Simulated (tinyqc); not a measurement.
# Worked calculation: surface potential of a MOS transistor: implicit equation and explicit approximations

tinyqc, about 0.01 s, one thread, Intel Xeon 2.30GHz (shared host): `OMP_NUM_THREADS=1 python tinyqc.py 2122010 2122011 out.jsonl` Printed values are rounded.

p-type body, charge-sheet picture, depletion and inversion only, full ionisation (an idealisation for deep acceptors), Boltzmann statistics (rough once Na exp(x - xn) passes about Nc/7). In units of Vt: xg = (Vg - Vfb)/Vt, x = psi/Vt, G = gamma/sqrt(Vt), xn = (2 phiF + Vc)/Vt. The implicit equation is (xg - x)^2 = G^2 [x - 1 + exp(x - xn)] for x above about 3. Cox = eps0 eox/tox.

Parameters, values chosen for the exercise; band and dielectric values close to those of silicon: temperature T = 400 K; band gap Eg = 1.1 eV; relative permittivity eps_r = 11.7; conduction-band density of states at T Nc = 4.31e19 cm^-3; valence-band density of states at T Nv = 4.02e19 cm^-3; relative permittivity of the gate insulator (close to zirconium oxide) eox = 24.7; insulator thickness tox = 45 nm; acceptor density Na = 2.9e17 cm^-3; flat-band voltage Vfb = -0.82 V; channel-body voltage Vc = 0.5 V; gate-body voltage Vg = 1.69 V.

Constants: q = 1.602176634e-19 C, kB = 1.380649e-23 J/K, Vt = kB T/q, eps0 = 8.8541878128e-14 F/cm where lengths are in cm. Results are converted to the units shown.

Range of the model: The electron quasi-Fermi level lies less than 2 Vt below the band edge at the surface, or above it, where degeneracy and confinement, left out, matter.

## Scales

ni = sqrt(Nc Nv) exp(-Eg/(2 Vt)), Eg in volts; phiF = Vt ln(Na/ni); gamma = sqrt(2 q eps0 eps_r Na)/Cox; VT = Vfb + Vt (xn + G sqrt(xn - 1)).

phiF = 0.3788057 V
gamma = 0.6384153 V^0.5
G = 3.438641
xn = 36.48493
VT = 1.143672 V
xg = 72.81835

## Explicit approximation

Depletion value a = 1 + [sqrt(G^2/4 + xg - 1) - G/2]^2; inversion value b = xn + ln[(xg - xn)^2/G^2 - xn + 1] and first guess y = min(a, b) - ln(1 + exp(-|a - b|)) if a > xn + 1, else b = y = a; one second-order correction with D = exp(y - xn), p = 2 (xg - y) + G^2 (1 + D), w = (xg - y)^2 - G^2 (y - 1 + D): z = y + 2 w/(p + sqrt(p^2 - 2 (2 - G^2 D) w)), or the Newton step z = y + w/p where the root is not real.

a = 48.99579
b = 40.81777
y = 40.81749
p = 976.1076
w = -347.0385
z = 40.36969

The root of the implicit equation is x = 40.3881; y misses it by 0.43 and z by -0.018, in units of Vt.

## Starting value

x = y rounded to two decimals.

x at the start = 40.82

## Iteration 1: new x

D = exp(x - xn), f = (xg - x)^2 - G^2 (x - 1 + D), f' = -2 (xg - x) - G^2 (1 + D), x(new) = x - f/f'.

D = 76.33001
f = -349.4928
f' = -978.3664
x after iteration 1 = 40.46278

## Iteration 2: new x

As before.

D = 53.40185
f = -51.17199
f' = -707.9725
x after iteration 2 = 40.39050

## Iteration 3: new x

As before.

D = 49.67818
f = -1.605166
f' = -664.0874
x after iteration 3 = 40.38808

## Course of the iteration

Stop when the step is below 1e-11, or after 60 iterations.

Course of the iteration:
```
iteration  x before the step       step
1                      40.82     -0.357
2                   40.46278    -0.0723
3                   40.39050   -2.42e-3
4                   40.38808   -2.58e-6
5                   40.38808  -2.93e-12
```

Converged in 5 iterations.

## Potential, charges and gate control

converged x = 40.38808

psi = Vt x; N_dep = Cox Vt G sqrt(x - 1)/q; N_inv = (Cox Vt G/q) [sqrt(x - 1 + exp(x - xn)) - sqrt(x - 1)]; dpsi/dVg = 1/[1 + G^2 (1 + exp(x - xn))/(2 (xg - x))].

psi = 1.392150 V
N_dep = 2.256446e12 cm^-2
N_inv = 1.1344e12 cm^-2
dpsi/dVg = 0.09787720

psi lies 3.9 Vt above 2 phiF + Vc.
